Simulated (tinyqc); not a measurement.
Worked calculation: inverse iteration on a symmetric matrix. Computed by tinyqc, a small Python program that keeps every step. Settings: method = inverse, shift = 0.94. Command: `OMP_NUM_THREADS=1 python tinyqc.py 31741 31742 out.jsonl` (the two numbers bound the seeds that draw the settings). One thread of a shared host (Intel(R) Xeon(R) Processor @ 2.60GHz), about 0.01 s of CPU time with the checks.

A:
```
           1          2          3          4
1   0.015000  -0.115000  -0.073000  -0.311000
2  -0.115000   0.473000  -0.094000   0.264000
3  -0.073000  -0.094000   0.712000  -0.295000
4  -0.311000   0.264000  -0.295000   1.097000
```

Stop when the residual |A v - lambda v| is below 1e-9.

Steps:

| step | lambda | residual |
|---|---|---|
| 1 | 0.59114744 | 3.60e-01 |
| 2 | 0.65324584 | 2.10e-01 |
| 3 | 0.64451593 | 1.37e-01 |
| 4 | 0.63495993 | 9.37e-02 |
| 5 | 0.62965179 | 6.46e-02 |
| 6 | 0.62699059 | 4.46e-02 |
| 7 | 0.62569464 | 3.07e-02 |
| 8 | 0.62507083 | 2.11e-02 |
| 9 | 0.62477231 | 1.46e-02 |
| 10 | 0.62462993 | 1.00e-02 |
| 11 | 0.62456215 | 6.90e-03 |
| 12 | 0.62452992 | 4.75e-03 |
| 13 | 0.62451461 | 3.27e-03 |
| 14 | 0.62450734 | 2.26e-03 |
| 15 | 0.62450389 | 1.55e-03 |
| 16 | 0.62450226 | 1.07e-03 |
| 17 | 0.62450148 | 7.37e-04 |
| 18 | 0.62450111 | 5.07e-04 |
| 19 | 0.62450094 | 3.50e-04 |
| 20 | 0.62450085 | 2.41e-04 |
| 21 | 0.62450081 | 1.66e-04 |
| 22 | 0.62450079 | 1.14e-04 |
| 23 | 0.62450079 | 7.87e-05 |
| 24 | 0.62450078 | 5.42e-05 |
| 25 | 0.62450078 | 3.73e-05 |
| 26 | 0.62450078 | 2.57e-05 |
| 27 | 0.62450078 | 1.77e-05 |
| 28 | 0.62450078 | 1.22e-05 |
| 29 | 0.62450078 | 8.40e-06 |
| 30 | 0.62450078 | 5.78e-06 |

Can the last value be used, and what does the course show?

Not by the stop rule, although the second column moves by less than 1e-07 over the last three steps. Not converged in 30 steps: the residual falls only by the ratio of the two smallest distances of eigenvalues from the shift, 0.69 a step. all eigenvalues, for comparison: -0.101243  0.375677  0.624501  1.398065.
